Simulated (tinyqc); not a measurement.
Raising U: Hubbard chain of 2 sites, mean field against exact. Computed by the program tinyqc. Collinear unrestricted mean field (the lowest of 40 random starts) against exact diagonalisation.

one-body matrix (hopping and site energies) (eV):
```
         1        2
1   0.0000  -1.5900
2  -1.5900   0.0000
```

electrons, up and down: 1  1

Exact and mean-field results (eV):

| U | U/t | E exact | E mean field | mean \|n_up - n_down\| | double occupancy, exact | first gap in the sector |
|---|---|---|---|---|---|---|
| 0.800 | 0.503 | -2.80506 | -2.78000 | 0.000 | 0.219 | 2.805 |
| 1.590 | 1.000 | -2.48287 | -2.38500 | 0.000 | 0.189 | 2.483 |
| 3.180 | 2.000 | -1.96535 | -1.59000 | 5.18e-04 | 0.138 | 1.965 |
| 4.770 | 3.000 | -1.59000 | -1.06000 | 0.745 | 0.100 | 1.590 |
| 6.360 | 4.000 | -1.31720 | -0.79500 | 0.866 | 0.073 | 1.317 |
| 9.540 | 6.000 | -0.96283 | -0.53000 | 0.943 | 0.042 | 0.963 |
| 12.720 | 8.000 | -0.75070 | -0.39750 | 0.968 | 0.026 | 0.751 |
| 19.080 | 12.000 | -0.51604 | -0.26500 | 0.986 | 0.013 | 0.516 |
| 31.800 | 20.000 | -0.31488 | -0.15900 | 0.995 | 4.85e-03 | 0.315 |

What does the comparison show, and why?

In absolute terms mean field is worst at U/t = 3.0, 0.530 eV too high: at small U it is nearly exact, and at large U it misses only exchange-scale energies. For the symmetric dimer the instability lies at U = 2t. Its local moments set in at U/t = 3.0 of those listed, a broken symmetry that the exact state of a finite cluster with equal spins does not have. Relative to the exact energy its error is 0.9 % at the smallest U, 50 % at most and 50 % at the largest. The double occupancy falls from 0.219 to 0.005; at the largest U the first gap is 0.99 times the exchange scale 4t^2/U.
